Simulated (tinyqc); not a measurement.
Special k points of the bcc lattice: one step. Which stars the mesh integrates. Three cases, with inputs chosen for the exercise.

Question. Lattice vectors in units of a: a1 = (-1/2, 1/2, 1/2), a2 = (1/2, -1/2, 1/2), a3 = (1/2, 1/2, -1/2); f are fractions of the reciprocal vectors. Evaluate the first six A_m at each irreducible point (k . R = 2 pi sum f_i n_i) and form the weighted means.

A_m(k) = sum over the m-th star of lattice vectors R of cos(k . R), stars in order of length: m = 1: |R|^2 = 0.75, 8 vectors, such as (1, 1, 1) in the basis a_i; m = 2: |R|^2 = 1, 6 vectors, such as (1, 1, 0) in the basis a_i; m = 3: |R|^2 = 2, 12 vectors, such as (2, 1, 1) in the basis a_i; m = 4: |R|^2 = 2.75, 24 vectors, such as (2, 2, 1) in the basis a_i; m = 5: |R|^2 = 3, 8 vectors, such as (2, 2, 2) in the basis a_i; m = 6: |R|^2 = 4, 6 vectors, such as (2, 2, 0) in the basis a_i. The zone mean of every A_m is zero.

Case 1.

Irreducible points:
```
f1              f2        f3  weight
0.100000  0.100000  0.100000       8
0.100000  0.100000  0.300000      24
0.100000  0.100000  0.900000       6
0.100000  0.300000  0.300000       8
0.100000  0.300000  0.700000      24
0.100000  0.500000  0.500000      12
0.100000  0.500000  0.700000      24
0.300000  0.300000  0.700000       6
0.300000  0.500000  0.500000      12
0.500000  0.500000  0.500000       1
```

Case 2.

Irreducible points:
```
f1              f2        f3  weight
0.166667  0.166667  0.166667       8
0.166667  0.166667  0.833333       6
0.166667  0.500000  0.500000      12
0.500000  0.500000  0.500000       1
```

Case 3.

Irreducible points:
```
f1              f2        f3  weight
0.000000  0.000000  0.000000       1
0.000000  0.000000  0.200000      12
0.000000  0.000000  0.400000      12
0.000000  0.200000  0.200000      24
0.000000  0.200000  0.400000      24
0.200000  0.200000  0.200000       8
0.200000  0.200000  0.800000       6
0.200000  0.400000  0.600000      24
0.200000  0.600000  0.600000       8
0.400000  0.400000  0.600000       6
```

Give: A_m at the points; weighted means.

Answer.

Case 1.

A_m at the points, rows 1, 2, 3, 4, 5, 6, 7, 8, 9, 10; columns m=1, m=2, m=3, m=4, m=5, m=6:
```
[[4.236, 1.854, 1.146, -4.854, 0.236, -4.854],
 [0.618, -2.618, 0.618, -3.472, 1.618, -0.382],
 [6.472, 4.618, 6.472, 10.472, 2.472, 2.382],
 [-0.236, -4.854, 7.854, 1.854, -4.236, 1.854],
 [2.000, 1.000, -3.000, -4.000, -2.000, 1.000],
 [-0.764, -1.236, -3.854, 3.236, 5.236, 3.236],
 [-1.618, -0.382, -1.618, 5.472, -0.618, -2.618],
 [-2.472, 2.382, -2.472, 1.528, -6.472, 4.618],
 [-5.236, 3.236, 2.854, -1.236, 0.764, -1.236],
 [-8.000, 6.000, 12.000, -24.000, 8.000, 6.000]]
```

weighted means: m=1 0.000, m=2 0.000, m=3 0.000, m=4 0.000, m=5 0.000, m=6 0.000

Case 2.

A_m at the points, rows 1, 2, 3, 4; columns m=1, m=2, m=3, m=4, m=5, m=6:
```
[[1.000, -3.000, 3.000, -6.000, -1.000, -3.000],
 [4.000, 3.000, 0.000, 0.000, -4.000, 3.000],
 [-2.000, 0.000, -3.000, 6.000, 2.000, 0.000],
 [-8.000, 6.000, 12.000, -24.000, 8.000, 6.000]]
```

weighted means: m=1 0.000, m=2 0.000, m=3 0.000, m=4 0.000, m=5 0.000, m=6 0.000

Case 3.

A_m at the points, rows 1, 2, 3, 4, 5, 6, 7, 8, 9, 10; columns m=1, m=2, m=3, m=4, m=5, m=6:
```
[[8.000, 6.000, 12.000, 24.000, 8.000, 6.000],
 [5.236, 3.236, 2.854, 1.236, 0.764, -1.236],
 [0.764, -1.236, -3.854, -3.236, 5.236, 3.236],
 [1.618, -0.382, -1.618, -5.472, -0.618, -2.618],
 [-0.618, -2.618, 0.618, 3.472, 1.618, -0.382],
 [0.236, -4.854, 7.854, -1.854, -4.236, 1.854],
 [2.472, 2.382, -2.472, -1.528, -6.472, 4.618],
 [-2.000, 1.000, -3.000, 4.000, -2.000, 1.000],
 [-4.236, 1.854, 1.146, 4.854, 0.236, -4.854],
 [-6.472, 4.618, 6.472, -10.472, 2.472, 2.382]]
```

weighted means: m=1 0.000, m=2 0.000, m=3 0.000, m=4 0.000, m=5 0.000, m=6 0.000

All six means vanish: the mesh is exact for functions whose Fourier series ends within these stars.

Computed by tinyqc, one run a case: `OMP_NUM_THREADS=1 python tinyqc.py N N+1 out.jsonl` with N = 1681368, 1681864, 1682772; one thread of a shared Intel(R) Xeon(R) Processor @ 2.30GHz, about 0.2 s a run at most.
